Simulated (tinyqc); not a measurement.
Worked calculation: RKS/BP86 in the sto-6g basis, for BeH2, spin multiplicity 1. One step of it, computed by the program tinyqc.

Task: Iteration 2: building the Kohn-Sham matrix. J_ij = sum D_kl (ij|kl); F = H + J + V_xc; E = tr D H + tr D J / 2 + E_xc + E_nn.

D after iteration 1, order 1Be 1s, 1Be 2s, 1Be 2px, 1Be 2py, 1Be 2pz, 2H 1s, 3H 1s:
$$\begin{pmatrix}
2.056312 & -0.171339 & 0.000000 & 0.000000 & 0.000000 & -0.183723 & -0.183723 \\
-0.171339 & 0.642564 & 0.000000 & 0.000000 & 0.000000 & 0.454015 & 0.454015 \\
0.000000 & 0.000000 & 0.000000 & 0.000000 & 0.000000 & 0.000000 & 0.000000 \\
0.000000 & 0.000000 & 0.000000 & 0.425265 & 0.000000 & 0.408379 & -0.408379 \\
0.000000 & 0.000000 & 0.000000 & 0.000000 & 0.000000 & 0.000000 & 0.000000 \\
-0.183723 & 0.454015 & 0.000000 & 0.408379 & 0.000000 & 0.714910 & -0.069418 \\
-0.183723 & 0.454015 & 0.000000 & -0.408379 & 0.000000 & -0.069418 & 0.714910
\end{pmatrix}$$

core Hamiltonian H = T + V (hartree), order 1Be 1s, 1Be 2s, 1Be 2px, 1Be 2py, 1Be 2pz, 2H 1s, 3H 1s:
$$\begin{pmatrix}
-8.683567 & -2.046006 & 0.000000 & 0.000000 & 0.000000 & -0.473803 & -0.473803 \\
-2.046006 & -2.780697 & 0.000000 & 0.000000 & 0.000000 & -1.150611 & -1.150611 \\
0.000000 & 0.000000 & -2.269237 & 0.000000 & 0.000000 & 0.000000 & 0.000000 \\
0.000000 & 0.000000 & 0.000000 & -2.479906 & 0.000000 & -1.226260 & 1.226260 \\
0.000000 & 0.000000 & 0.000000 & 0.000000 & -2.269237 & 0.000000 & 0.000000 \\
-0.473803 & -1.150611 & 0.000000 & -1.226260 & 0.000000 & -2.122750 & -0.094911 \\
-0.473803 & -1.150611 & 0.000000 & 1.226260 & 0.000000 & -0.094911 & -2.122750
\end{pmatrix}$$

Two-electron integrals (ij|kl) in chemists' order, unique and non-zero (hartree):
```
(11|11) 2.299996    (21|11) 0.361879    (21|21) 0.071926    (22|11) 0.570332
(22|21) 0.139654    (22|22) 0.417773    (31|31) 0.015252    (32|31) 0.022555
(32|32) 0.092340    (33|11) 0.570332    (33|21) 0.139654    (33|22) 0.417773
(33|33) 0.450117    (41|41) 0.015252    (42|41) 0.022555    (42|42) 0.092340
(43|43) 0.024258    (44|11) 0.570332    (44|21) 0.139654    (44|22) 0.417773
(44|33) 0.401601    (44|44) 0.450117    (51|51) 0.015252    (52|51) 0.022555
(52|52) 0.092340    (53|53) 0.024258    (54|54) 0.024258    (55|11) 0.570332
(55|21) 0.139654    (55|22) 0.417773    (55|33) 0.401601    (55|44) 0.401601
(55|55) 0.450117    (61|11) 0.085312    (61|21) 0.016462    (61|22) 0.031820
(61|33) 0.031558    (61|41) 0.001628    (61|42) 0.003152    (61|44) 0.032345
(61|55) 0.031558    (61|61) 0.003985    (62|11) 0.199962    (62|21) 0.049711
(62|22) 0.161292    (62|33) 0.155269    (62|41) 0.006943    (62|42) 0.040472
(62|44) 0.173339    (62|55) 0.155269    (62|61) 0.012569    (62|62) 0.091908
(63|31) 0.004855    (63|32) 0.021945    (63|43) 0.007068    (63|63) 0.008555
(64|11) 0.213457    (64|21) 0.053751    (64|22) 0.182289    (64|33) 0.171584
(64|41) 0.011246    (64|42) 0.063135    (64|44) 0.203700    (64|55) 0.171584
(64|61) 0.014276    (64|62) 0.118295    (64|64) 0.157380    (65|51) 0.004855
(65|52) 0.021945    (65|54) 0.007068    (65|65) 0.008555    (66|11) 0.366451
(66|21) 0.092970    (66|22) 0.336398    (66|33) 0.312111    (66|41) 0.015447
(66|42) 0.115049    (66|44) 0.384975    (66|55) 0.312111    (66|61) 0.024353
(66|62) 0.242513    (66|64) 0.331596    (66|66) 0.774999    (71|11) 0.085312
(71|21) 0.016462    (71|22) 0.031820    (71|33) 0.031558    (71|41) -0.001628
(71|42) -0.003152   (71|44) 0.032345    (71|55) 0.031558    (71|61) 0.003608
(71|62) 0.010410    (71|64) 0.010808    (71|66) 0.019178    (71|71) 0.003985
(72|11) 0.199962    (72|21) 0.049711    (72|22) 0.161292    (72|33) 0.155269
(72|41) -0.006943   (72|42) -0.040472   (72|44) 0.173339    (72|55) 0.155269
(72|61) 0.010410    (72|62) 0.048248    (72|64) 0.049560    (72|66) 0.093995
(72|71) 0.012569    (72|72) 0.091908    (73|31) 0.004855    (73|32) 0.021945
(73|43) -0.007068   (73|63) 0.003571    (73|73) 0.008555    (74|11) -0.213457
(74|21) -0.053751   (74|22) -0.182289   (74|33) -0.171584   (74|41) 0.011246
(74|42) 0.063135    (74|44) -0.203700   (74|55) -0.171584   (74|61) -0.010808
(74|62) -0.049560   (74|64) -0.048834   (74|66) -0.094987   (74|71) -0.014276
(74|72) -0.118295   (74|74) 0.157380    (75|51) 0.004855    (75|52) 0.021945
(75|54) -0.007068   (75|65) 0.003571    (75|75) 0.008555    (76|11) 0.015961
(76|21) 0.003860    (76|22) 0.011476    (76|33) 0.011254    (76|44) 0.011921
(76|55) 0.011254    (76|61) 0.000886    (76|62) 0.004651    (76|64) 0.005395
(76|66) 0.010280    (76|71) 0.000886    (76|72) 0.004651    (76|74) -0.005395
(76|76) 0.000323    (77|11) 0.366451    (77|21) 0.092970    (77|22) 0.336398
(77|33) 0.312111    (77|41) -0.015447   (77|42) -0.115049   (77|44) 0.384975
(77|55) 0.312111    (77|61) 0.019178    (77|62) 0.093995    (77|64) 0.094987
(77|66) 0.184357    (77|71) 0.024353    (77|72) 0.242513    (77|74) -0.331596
(77|76) 0.010280    (77|77) 0.774999
```

nuclear repulsion = 3.13449916 hartree

V_xc (hartree), order 1Be 1s, 1Be 2s, 1Be 2px, 1Be 2py, 1Be 2pz, 2H 1s, 3H 1s:
$$\begin{pmatrix}
-1.493447 & -0.186987 & 0.000000 & 0.000000 & 0.000000 & -0.046922 & -0.046922 \\
-0.186987 & -0.314154 & 0.000000 & 0.000000 & 0.000000 & -0.158992 & -0.158992 \\
0.000000 & 0.000000 & -0.278031 & 0.000000 & 0.000000 & 0.000000 & 0.000000 \\
0.000000 & 0.000000 & 0.000000 & -0.386312 & 0.000000 & -0.201829 & 0.201829 \\
0.000000 & 0.000000 & 0.000000 & 0.000000 & -0.278031 & 0.000000 & 0.000000 \\
-0.046922 & -0.158992 & 0.000000 & -0.201829 & 0.000000 & -0.461304 & -0.010291 \\
-0.046922 & -0.158992 & 0.000000 & 0.201829 & 0.000000 & -0.010291 & -0.461304
\end{pmatrix}$$

E_xc = sum of w rho eps_xc = -3.61467709 hartree

Give: Coulomb J; Kohn-Sham matrix F; total energy of this density.

Result:

Coulomb J (hartree), order 1Be 1s, 1Be 2s, 1Be 2px, 1Be 2py, 1Be 2pz, 2H 1s, 3H 1s:
$$\begin{pmatrix}
6.3854 & 1.1670 & 0.0000 & 0.0000 & 0.0000 & 0.2735 & 0.2735 \\
1.1670 & 2.6177 & 0.0000 & 0.0000 & 0.0000 & 1.0674 & 1.0674 \\
0.0000 & 0.0000 & 2.5479 & 0.0000 & 0.0000 & 0.0000 & 0.0000 \\
0.0000 & 0.0000 & 0.0000 & 2.7574 & 0.0000 & 1.2401 & -1.2401 \\
0.0000 & 0.0000 & 0.0000 & 0.0000 & 2.5479 & 0.0000 & 0.0000 \\
0.2735 & 1.0674 & 0.0000 & 1.2401 & 0.0000 & 2.4240 & 0.0752 \\
0.2735 & 1.0674 & 0.0000 & -1.2401 & 0.0000 & 0.0752 & 2.4240
\end{pmatrix}$$

Kohn-Sham matrix F (hartree), order 1Be 1s, 1Be 2s, 1Be 2px, 1Be 2py, 1Be 2pz, 2H 1s, 3H 1s:
$$\begin{pmatrix}
-3.7916 & -1.0660 & 0.0000 & 0.0000 & 0.0000 & -0.2472 & -0.2472 \\
-1.0660 & -0.4771 & 0.0000 & 0.0000 & 0.0000 & -0.2423 & -0.2423 \\
0.0000 & 0.0000 & 0.0007 & 0.0000 & 0.0000 & 0.0000 & 0.0000 \\
0.0000 & 0.0000 & 0.0000 & -0.1089 & 0.0000 & -0.1880 & 0.1880 \\
0.0000 & 0.0000 & 0.0000 & 0.0000 & 0.0007 & 0.0000 & 0.0000 \\
-0.2472 & -0.2423 & 0.0000 & -0.1880 & 0.0000 & -0.1601 & -0.0300 \\
-0.2472 & -0.2423 & 0.0000 & 0.1880 & 0.0000 & -0.0300 & -0.1601
\end{pmatrix}$$

total energy of this density = -15.841244 hartree
